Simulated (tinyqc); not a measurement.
Changing the backscatter ratio eta: electron-beam lithography: double-Gaussian proximity function, edge placement and dose correction for parallel lines. Computed by tinyqc, a small Python program. Command: `OMP_NUM_THREADS=1 python tinyqc.py 3112852 3112853 out.jsonl proximity sweep`. One thread of a shared host (Intel(R) Xeon(R) Processor @ 2.30GHz), about 0.01 s of CPU time with the checks.

Lines are infinitely long. Absorbed energy is counted so that the middle of a very large area written at dose 1 receives 1; the resist develops where it exceeds 1/2.

Inputs (values chosen for the exercise, of the order of those for 20 keV electrons in resist on silicon):

| quantity | value | unit |
|---|---|---|
| forward range alpha | 0.029 | micrometre |
| backscatter range beta | 2.1 | micrometre |
| base dose D0 | 190 | microcoulomb/cm^2 |
| width of the test line | 0.067 | micrometre |
| pattern density around the test line | 0.43 | - |

line widths (micrometre): 0.04  0.041  0.044  0.03  0.73

gaps between the lines (micrometre): 0.14  0.14  0.12  1.7

Method:
- The first line starts at x = 0; each next one starts after the width and the gap.
- f(r) = [exp(-r^2/alpha^2)/alpha^2 + eta exp(-r^2/beta^2)/beta^2]/(pi (1 + eta)). A line from a to b at dose d gives E(x) = d [S(alpha) + eta S(beta)]/(1 + eta), S(s) = [erf((b - x)/s) - erf((a - x)/s)]/2.
- M_ij is the mean of E at the two edges of line i from line j at dose 1.
- Uncorrected edge energies are M 1. Solve M d = 1/2 for the doses d that put the mean edge energy of every line at the threshold.
- A test line of width w << beta in surroundings of density rho, all at dose d: near its edge E(x) = d [S + eta rho]/(1 + eta), S = [erf((b - x)/alpha) - erf((a - x)/alpha)]/2 for edges a and b, the second term being the background energy. Dose to size d_s = (1 + eta)/(erf(w/alpha) + 2 eta rho), dose = d_s D0; edge slope d [1 - exp(-w^2/alpha^2)]/(sqrt(pi) alpha (1 + eta)); width change per 1 % of dose = 2 x 0.01 x (1/2)/slope.

One run for each value:

| backscatter ratio eta | largest over smallest dose | dose to size d_s | width change per 1 % of dose (nm) |
|---|---|---|---|
| 0.1 | 1.1871 | 1.0139 | 0.5604 |
| 0.3 | 1.2253 | 1.0343 | 0.6492 |
| 0.5 | 1.2625 | 1.0497 | 0.7380 |
| 0.7 | 1.2987 | 1.0619 | 0.8269 |
| 0.9 | 1.3339 | 1.0717 | 0.9157 |
| 1.1 | 1.3681 | 1.0797 | 1.0045 |
| 1.3 | 1.4014 | 1.0865 | 1.0934 |
| 1.5 | 1.4338 | 1.0922 | 1.1822 |
| 1.7 | 1.4653 | 1.0972 | 1.2710 |

Describe the trends.

Over the rows, largest over smallest dose rises from 1.19 to 1.47 (exponent d ln y / d ln x 0.029 between the first rows and 0.17 between the last); dose to size d_s rises from 1.01 to 1.10 (exponent d ln y / d ln x 0.018 between the first rows and 0.036 between the last); width change per 1 % of dose (nm) rises from 0.560 to 1.27 (exponent d ln y / d ln x 0.13 between the first rows and 0.58 between the last).

Extremes, crossings and ranges named in words are read from the listed rows.
